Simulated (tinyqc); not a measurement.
Mobility, diffusion coefficient and lifetime from two collectors.

Inverse problem. For an injected sheet in a field F the peak time tp at distance L obeys u^2 tp^2 + 2 D tp = L^2 with u^2 = v^2 + 4 D/tau, and the pulse area goes as exp(L (v - u)/(2 D)); v = mu F. Find u, D, mu and tau without using the Einstein relation.

Values chosen for this exercise: sweep field along the drift F = 59 V/cm.

distances (um): 49  91
peak times (us): 0.0593149094  0.113683228
ratio of the areas, far over near = 0.596824878

Answer. The two peak times give two linear equations for u^2 and D; the area ratio gives v - u, and u^2 - v^2 = 4 D/tau gives tau.

u = 7.715e4 cm/s
D = 25.85 cm^2/s
mu = 1200 cm^2/(V s)
tau = 1.100e-7 s

Numbers from tinyqc (`OMP_NUM_THREADS=1 python tinyqc.py 2310036 2310037 out.jsonl`; about 0.01 s on one thread of a shared Intel Xeon 2.30GHz).
